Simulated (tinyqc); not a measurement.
Threshold-voltage variability of a planar MOSFET, analytic estimates: a gate of 8 grains.

Three independent sources add in quadrature: random dopants in the depleted layer, metal-gate grains of two orientations, and roughness of the two gate edges acting through the roll-off VT = VT(long) - Vr exp(-L/l). These are first-order estimates: no three-dimensional electrostatics, no percolation.

Each of 8 equal grains has the higher work function with probability p; the threshold shift is dW (j/8 - p) for j such grains, and the off current changes by exp(-shift/(n Vt)).

Inputs (values chosen for the exercise); material values close to those of silicon:
- T = 250 K (temperature)
- dW = 0.15 eV (work-function difference of the two grain orientations)
- p = 0.5 (share of the orientation of higher work function)
- n = 1.42 (subthreshold factor)

Constants: q = 1.602176634e-19 C, kB = 1.380649e-23 J/K, Vt = kB T/q. Results are converted to the units shown.

Distribution:
```
j  probability  shift (mV)  Ioff factor  probability x factor
0     0.003906      -75.00        11.61               0.04534
1      0.03125      -56.25        6.289                0.1965
2       0.1094      -37.50        3.407                0.3726
3       0.2188      -18.75        1.846                0.4038
4       0.2734        0.00        1.000                0.2734
5       0.2188       18.75       0.5418                0.1185
6       0.1094       37.50       0.2935               0.03210
7      0.03125       56.25       0.1590              0.004969
8     0.003906       75.00      0.08615              3.365e-4
```

What does the comparison show?

The standard deviation is dW sqrt(p (1 - p)/8) = 26.5 mV. The mean off current is 1.45 times the nominal one; the log-normal formula exp(s^2/(2 (n Vt)^2)) gives 1.46. Devices with j = 3, 22 % of all, carry 28 % of the mean leakage.

Computed by the program tinyqc: `OMP_NUM_THREADS=1 python tinyqc.py 2090147 2090148 out.jsonl`, one thread of a shared Intel Xeon 2.30GHz, about 0.01 s for the whole run.
